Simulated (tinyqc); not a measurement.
Inside a calculation: cylindrical quantum wire. Values are carried at full precision from step to step, so a last printed digit may differ when a step is redone from the rounded ones.

With hard walls E = c (x/R)^2/mw, x a zero of J_m: (1,0) 2.404826; (2,0) 5.520078; (1,1) 3.831706; (2,1) 7.015587; (1,2) 5.135622; (2,2) 8.417244; (1,3) 6.380162; (2,3) 9.761023.

Constants: hbar^2/2m0 = 3.80998211 eV angstrom^2.

Inputs chosen for the exercise (near those of a non-polar GaN wire in AlGaN; shifted at random, so the results belong to these values and not to a real crystal): R = 61 angstrom (radius); mw = 0.2 m0 (mass inside); V0 = 0.315 eV (barrier height); mb = 0.225 m0 (mass outside); E = 0.0208 eV (trial energy).

## Hard-wall levels

The six lowest of these, with their orbital degeneracy; c = hbar^2/2m0.

Hard walls:
```
state  degeneracy       x  E (eV)
(1,0)           1  2.4048  0.0296
(1,1)           2  3.8317  0.0752
(1,2)           2  5.1356  0.1350
(2,0)           1  5.5201  0.1560
(1,3)           2  6.3802  0.2084
(2,1)           2  7.0156  0.2520
```

The ballistic conductance steps are 2, 4, 4, 2 e^2/h as EF passes the first four edges (spin included, one valley). The real barrier, V0 = 0.315 eV, lowers all of them.

## The matching condition at a trial energy

A cylinder of radius R, isotropic masses, c = hbar^2/2m0, k = sqrt(mw E/c), kappa = sqrt(mb (V0 - E)/c). State (n, m) is J_m(k r) inside and K_m(kappa r) outside; psi and psi'/m are continuous: (k/mw) J_m'(kR)/J_m(kR) = (kappa/mb) K_m'(kappa R)/K_m(kappa R).

Both sides for the lowest state, with J_0' = -J_1 and K_0' = -K_1.

k R = 2.0156
kappa R = 8.0405
left side = -0.4426 1/angstrom
right side = -0.6212 1/angstrom

The left side falls with E and the right side rises; here the left is the larger, so the level lies above the trial energy.

## Bound levels

All roots below V0 for angular numbers 0 to 3, two each at most; the last column is the ratio to the hard-wall level.

Finite barrier:
```
state  degeneracy  E (eV)     k R  E/E(hard)
(1,0)           1  0.0229  2.1141      0.773
(1,1)           2  0.0579  3.3625      0.770
(1,2)           2  0.1035  4.4959      0.766
(2,0)           1  0.1191  4.8240      0.764
(1,3)           2  0.1587  5.5677      0.762
(2,1)           2  0.1901  6.0931      0.754
(2,2)           2  0.2680  7.2348      0.739
```

7 levels of these are bound; the lowest reaches 77 % of its hard-wall value.

## Checks

- Lowest level by radial finite differences against the matching condition, eV: both 0.0229.

tinyqc: `OMP_NUM_THREADS=1 python tinyqc.py 1280392 1280393 out.jsonl`; about 0.03 s, one thread, shared Intel(R) Xeon(R) Processor @ 2.30GHz.
